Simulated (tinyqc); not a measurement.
# p-n junction with a stepped n side, non-linear Poisson equation by Newton steps: capacitance and field against bias

One dimension, p side on the left, n side on the right; net doping C = -Na for x < 0, +N1 for 0 < x < L1 and +Nd beyond. The potential psi is counted from the intrinsic level, and the quasi-Fermi potentials are flat: 0 for holes and -V for electrons, so n = ni exp((psi + V)/Vt) and p = ni exp(-psi/Vt) (Boltzmann statistics, full ionisation, no current).

The Poisson equation d/dx(eps0 eps_r dpsi/dx) = -q (p - n + C) is solved on a mesh of more than 1000 nodes that ends in neutral material (psi_p = -Vt ln(Na/ni), psi_n = Vt ln(Nd/ni) - V). C_j = q d/dV of the integral of p over x, from the linearised equation. ni = sqrt(Nc Nv) exp(-Eg/(2 Vt)), Eg in volts. Depletion approximation: Vbi = Vt ln(Na Nd/ni^2), W = sqrt(2 eps0 eps_r (Vbi - V)(1/Na + 1/Nd)/q), xp = W Nd/(Na + Nd), xn = W Na/(Na + Nd), peak field 2 (Vbi - V)/W, capacitance eps0 eps_r/W. The last column applies it to an abrupt Na-Nd junction.

Inputs (values chosen for the exercise); band and dielectric values close to those of In0.53Ga0.47As: temperature T = 300 K; band gap Eg = 0.742 eV; relative permittivity eps_r = 14; conduction-band density of states at T Nc = 2.13e17 cm^-3; valence-band density of states at T Nv = 7.71e18 cm^-3; acceptor density of the p side Na = 6.2e17 cm^-3; donor density of the n side Nd = 2.9e16 cm^-3; width of the first n layer L1 = 110 nm; donor density of the first n layer N1 = 5.8e15 cm^-3.

Constants: q = 1.602176634e-19 C, kB = 1.380649e-23 J/K, Vt = kB T/q, eps0 = 8.8541878128e-14 F/cm where lengths are in cm. Results are converted to the units shown.

Result of one run:
```
V (V),peak |E| (kV/cm),C_j (nF/cm^2),1/C_j^2 (cm^4/uF^2),eps0 eps_r/C_j (nm),abrupt depletion C (nF/cm^2)
-3.33,139.4,25.97,1482,477.3,26.37
```

What becomes of these results when the bias of the p side against the n side V is changed from -3.33 to -8.89 V, all else the same?

Result of the changed run:
```
V (V),peak |E| (kV/cm),C_j (nF/cm^2),1/C_j^2 (cm^4/uF^2),eps0 eps_r/C_j (nm),abrupt depletion C (nF/cm^2)
-8.89,231.2,16.89,3504,733.7,17.00
```

The whole series:
```
V (V),peak |E| (kV/cm),C_j (nF/cm^2),1/C_j^2 (cm^4/uF^2),eps0 eps_r/C_j (nm),abrupt depletion C (nF/cm^2)
0,52.23,62.07,259.5,199.7,66.33
-1.11,85.50,38.52,674.0,321.8,39.82
-2.22,114.6,30.45,1079,407.1,31.09
-3.33,139.4,25.97,1482,477.3,26.37
-4.44,161.3,23.03,1886,538.3,23.30
-5.56,181.0,20.88,2293,593.6,21.09
-6.67,199.0,19.26,2697,643.7,19.42
-7.78,215.6,17.96,3100,690.2,18.09
-8.89,231.2,16.89,3504,733.7,17.00
-10,245.9,16.00,3907,774.8,16.09
```

With V going from 0 to -10 V, C_j falls from 62.1 to 16.0 nF/cm^2 and the peak field rises from 52.2 to 246 kV/cm. The slope of 1/C_j^2, read as N = 2/(q eps0 eps_r |slope|), gives 2.70e16 cm^-3 between the first two rows and 2.77e16 cm^-3 between the last two, against Na Nd/(Na + Nd) = 2.77e16 cm^-3; the slopes of all rows agree within 3 %, as for uniform doping at both edges. At the end C_j goes as (Vbi - V)^(-0.49) with Vbi = 0.625 V, and it is 0.58 % below the abrupt depletion formula (at the first row 6.4 % below it).

tinyqc, about 0.02 s, one thread, Intel Xeon 2.30GHz (shared host): `OMP_NUM_THREADS=1 python tinyqc.py 2000018 2000019 out.jsonl`
